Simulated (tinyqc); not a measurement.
# Chemical-mechanical planarisation: Preston law, pattern density and step-height reduction, step by step

A worked calculation. Computed by tinyqc, a small Python program that keeps every step. Command: `OMP_NUM_THREADS=1 python tinyqc.py 3017868 3017869 out.jsonl cmp walk`. One thread of a shared host (Intel(R) Xeon(R) Processor @ 2.30GHz), about 0.01 s of CPU time with the checks. Intermediate numbers are printed to about 6 digits and carried at full precision; extremes and crossings named in words are read from the listed rows.

A row of 10 cells, repeated periodically, holds raised features that cover a share rho of each cell.

Inputs (values chosen for the exercise, close to those used for oxide polishing):
```
quantity,value,unit
Preston coefficient K,4e-14,1/Pa
pressure P,32,kPa
platen and carrier speed,60,rpm
distance between the centres,16,cm
initial step height h0,170,nm
contact height h_c,50,nm
film above the raised areas z0,280,nm
cell size,1.1,mm
planarisation length,2.2,mm
polish time t,70,s
```

local pattern densities, cell by cell: [0.7, 0.8, 0.1, 0.3, 0.3, 0.1, 0.2, 0.1, 0.2, 0.5]

## Blanket rate

With equal rotation speeds the relative speed is uniform, v = omega r_c; Preston rate R0 = K P v.

relative speed v = 1.00531 m/s

blanket rate R0 = 1.28680 nm/s

## Effective density

The stiff pad averages the density: rho_eff(i) = sum_j w_ij rho_j / sum_j w_ij, w = exp(-2 d^2/L^2), L the planarisation length and d the distance between cell centres, summed over all periodic images of cell j.

normalised weights (images included) for cells 0, 1, 2, ... apart: [0.398942, 0.241971, 0.053991, 0.004432, 0.000134, 0.000003]

effective densities: [0.611859, 0.558166, 0.362766, 0.269132, 0.236779, 0.183982, 0.158833, 0.173656, 0.277606, 0.467221]

Local densities span 0.1 to 0.8, effective ones 0.159 to 0.612.

## State at time t

While h > h_c only raised areas polish, at R0/rho_eff, until t_c = rho_eff (h0 - h_c)/R0. After that h = h_c exp(-(t - t_c)/tau), tau = rho_eff h_c/R0; low areas polish at R0 (1 - h/h_c) and raised areas at R0 [1 + (1 - rho_eff) h/(rho_eff h_c)]. Removed from raised areas after t_c: h0 - h_c + R0 (t - t_c) + (1 - rho_eff)(h_c - h); from low areas: R0 (t - t_c) - rho_eff (h_c - h). Film left = z0 less the removal from raised areas.

Cells:
```
cell,rho_eff,t_c (s),step h (nm),"removed, raised (nm)","removed, low (nm)",film left on raised areas (nm)
1,0.611859,57.0588,29.0115,144.799,3.8107,135.201
2,0.558166,52.0517,21.8558,155.531,7.3866,124.469
3,0.362766,33.8297,3.8419,195.957,29.7993,84.043
4,0.269132,25.0979,0.6827,213.824,44.5070,66.176
5,0.236779,22.0808,0.2735,219.615,49.8881,60.385
6,0.183982,17.1572,0.0308,228.774,58.8045,51.226
7,0.158833,14.8119,0.0065,233.069,63.0752,46.931
8,0.173656,16.1943,0.0172,230.540,60.5571,49.460
9,0.277606,25.8881,0.8374,212.278,43.1152,67.722
10,0.467221,43.5706,11.6605,174.436,16.0963,105.564
```

range of film left across the row = 88.2694 nm

largest remaining step = 29.0115 nm

thinnest film left = 46.9314 nm

10 of 10 cells have reached contact. The cell with the lowest rho_eff has lost the most film from its raised areas.

## Local against global planarity over time

Times are multiples of h0/R0; the range is the largest minus the smallest removal from raised areas.

Steps and range (nm):
```
multiple,t (s),largest step,smallest step,range across the row,mean removal from raised areas
0.10,13.211,142.216,62.9694,79.246,63.502
0.20,26.422,114.432,7.6202,115.020,116.895
0.30,39.633,86.647,0.8960,109.892,149.844
0.45,59.450,45.216,0.0361,94.534,185.062
0.60,79.267,19.647,0.0015,84.639,213.953
0.80,105.689,6.466,0.0000,79.524,249.352
1.00,132.111,2.128,0.0000,77.840,283.739
1.30,171.744,0.402,0.0000,77.170,334.873
1.70,224.589,0.044,0.0000,77.031,402.897
```

Local steps shrink to 0.044 nm or less, but the range across the row reaches up to 115.0 nm among these rows and ends at 77.0 nm, against the limit (largest - smallest rho_eff) h0 = 77.0 nm: once flat, all cells polish alike and the difference stays. Evener density (dummy fill), a longer planarisation length or a smaller initial step reduces it. Caution: in the last rows the removal passes z0 somewhere, so they describe a thicker film than the one given.

Checks made by the program: volume removed per cell equals R0 t (relative difference below 1e-10).
